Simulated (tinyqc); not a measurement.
Inside a calculation. Model: solubility, supersaturation, precipitation and gettering of an impurity in a silicon-like host. Computed by tinyqc, a small Python program that keeps every step. Command: `OMP_NUM_THREADS=1 python tinyqc.py 3001499 3001500 out.jsonl ripen walk`. One thread of a shared host (Intel(R) Xeon(R) Processor @ 2.30GHz), about 0.01 s of CPU time with the checks. Intermediate numbers are printed to about 6 digits and carried at full precision; extremes and crossings named in words are read from the listed rows.

The wafer was saturated at T1 and is then held at T.

Inputs (values chosen for the exercise, modelled on chromium in silicon):

| quantity | value | unit |
|---|---|---|
| site density N0 | 5e+22 | 1/cm^3 |
| enthalpy of solution H | 2.76 | eV |
| entropy of solution S | 5.1 | k_B |
| diffusion prefactor D0 | 0.00062 | cm^2/s |
| migration energy Q | 0.81 | eV |
| temperature of saturation T1 | 1350 | K |
| anneal temperature T | 925 | K |
| sink density n | 1.8e+09 | 1/cm^3 |
| initial sink radius r0 | 6.8 | nm |
| impurity density in the precipitate C_p | 5.2e+22 | 1/cm^3 |
| interface energy gamma | 0.78 | J/m^2 |
| anneal time t | 180 | s |
| wafer thickness w | 400 | micrometre |

Gettering: relaxation gettering at sinks.

Constants: k_B = 8.617333262e-05 eV/K; k_B = 1.380649e-23 J/K.

## Solubility, diffusivity, supersaturation

C_eq(T) = N0 exp(S/k_B - H/(k_B T)); D(T) = D0 exp(-Q/(k_B T)); C0 = C_eq(T1). Supersaturation s = C0/C_eq(T); critical radius r* = 2 gamma/(C_p k_B T ln s); barrier W* = (4 pi/3) gamma r*^2. Strain energy is left out.

C0 = 4.07686e+14 1/cm^3

C_eq(T) = 7.52079e+09 1/cm^3

D(T) = 2.39431e-08 cm^2/s

supersaturation s = 54207.8

critical radius r* = 0.215500 nm

W*/(k_B T) = 11.8810

Sinks of radius r0 are above r* and grow. The barrier is low enough for new nuclei to form. Caution: the barrier to homogeneous nucleation is below 35 k_B T for these inputs, so new precipitates would form and outnumber the fixed sinks assumed here. Caution: a critical radius of atomic size is outside the capillary model.

## Ham's law for sinks of fixed radius

tau0 = 1/(4 pi n r0 D); C_fixed(t) = C_eq + (C0 - C_eq) exp(-t/tau0). If all excess precipitates, the final radius is r_f = [r0^3 + 3 (C0 - C_eq)/(4 pi n C_p)]^(1/3), with tau_f = 1/(4 pi n r_f D).

tau0 = 2715.36 s

C_fixed(t) = 3.81537e+14 1/cm^3

final radius r_f = 11.0637 nm

tau_f = 1668.93 s

The sinks grow 1.6 times, so the fixed radius underrates the later rate.

## Growing precipitates

Growing sinks: with y = r/r_f and y0 = r0/r_f, dy/dt = (1 - y^3)/(3 tau_f y), which integrates to t/tau_f = F(y) - F(y0), F(y) = (1/2) ln[(1 + y + y^2)/(1 - y)^2] - sqrt(3) arctan[(2y + 1)/sqrt(3)]; the share of the excess left is (1 - y^3)/(1 - y0^3), and C(t) = C_eq + (C0 - C_eq) x share.

radius at t = 7.26454 nm

share of the excess left = 0.933696

C(t) with growing sinks = 3.80655e+14 1/cm^3

6.6 % of the excess has precipitated.

## Denuded zone

Near a surface held at C_eq(T) the excess decays by out-diffusion over sqrt(D t) and by capture over L_s = sqrt(D tau_f) = (4 pi n r_f)^(-1/2); the shorter length sets the depth from which the surface draws.

sqrt(D t) = 20.7600 micrometre

capture length L_s = 63.2135 micrometre

L_s/w = 0.158034

In the time given a surface draws only from within about sqrt(D t), which is shorter than L_s; in a longer anneal the sinks would keep this depth to about L_s.

## The best anneal temperature for the time t

C_eq(T) = N0 exp(S/k_B - H/(k_B T)); D(T) = D0 exp(-Q/(k_B T)); C0 = C_eq(T1). r_f = [r0^3 + 3 (C0 - C_eq)/(4 pi n C_p)]^(1/3), tau_f = 1/(4 pi n r_f D).

Dissolved share after t:

| T (K) | C_eq/C0 | tau_f (s) | C(t)/C0 |
|---|---|---|---|
| 608 | 2.66444e-13 | 3.33736e+05 | 0.999668 |
| 702 | 3.08343e-10 | 4.21070e+04 | 0.997372 |
| 810 | 1.35198e-07 | 7.06323e+03 | 0.984327 |
| 918 | 1.41668e-05 | 1.80339e+03 | 0.938629 |
| 1026 | 5.57505e-04 | 6.13846e+02 | 0.821974 |
| 1134 | 1.08998e-02 | 2.57207e+02 | 0.605098 |
| 1228 | 9.47017e-02 | 1.39456e+02 | 0.418763 |
| 1296 | 3.72122e-01 | 1.01812e+02 | 0.510530 |

The lowest dissolved share among these rows is 0.42 at 1228 K. Above it solubility sets the floor; below it diffusion is too slow for this time. Solubility falls with H = 2.76 eV and diffusion with Q = 0.81 eV.

Checks made by the program: radius against numerical integration (relative difference below 1e-10).
